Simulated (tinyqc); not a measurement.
Switching kinetics of a ferroelectric film and the memory window of a ferroelectric gate stack: one step, computed by the program tinyqc. Command: `OMP_NUM_THREADS=1 python tinyqc.py 3011387 3011388 out.jsonl feswitch walk`. One thread of a shared host (Intel(R) Xeon(R) Processor @ 2.30GHz), about 0.02 s of CPU time with the checks.

Fields in MV/cm; 1 microcoulomb/cm^2 over eps_0 is 11.29409 MV/cm. In the stack (metal, ferroelectric, interlayer, channel) the channel is taken as a conductor.

Problem. Fields in the stack. Series stack: V = E_F t_F + E_I t_I and eps_I E_I = eps_F E_F + (1 - s) P/eps_0. Before switching P = -P_r, after it P = +P_s; in retention V = 0 and P = +P_r.

Inputs (values chosen for the exercise, for a model hafnia-based film): saturation polarisation P_s = 17 microcoulomb/cm^2; ratio P_r/P_s = 0.78; coercive field E_c = 1.2 MV/cm; permittivity of the ferroelectric eps_F = 42; thickness t_F = 11 nm; permittivity of the interlayer eps_I = 7.5; interlayer thickness t_I = 1.7 nm; share s of P screened by trapped charge = 0.7; pulse height V = 4.3 V; breakdown field of the interlayer = 15 MV/cm.

Give: E_F before switching; E_F after switching; E_I after switching; depolarising field in retention; depolarising field over E_c.

Solution.

E_F before switching = 2.592 MV/cm

E_F after switching = 1.459 MV/cm

E_I after switching = 15.85 MV/cm

depolarising field in retention = 0.4963 MV/cm

depolarising field over E_c = 0.4136

Caution: the interlayer field exceeds its breakdown field, so charge injection would change the fields.
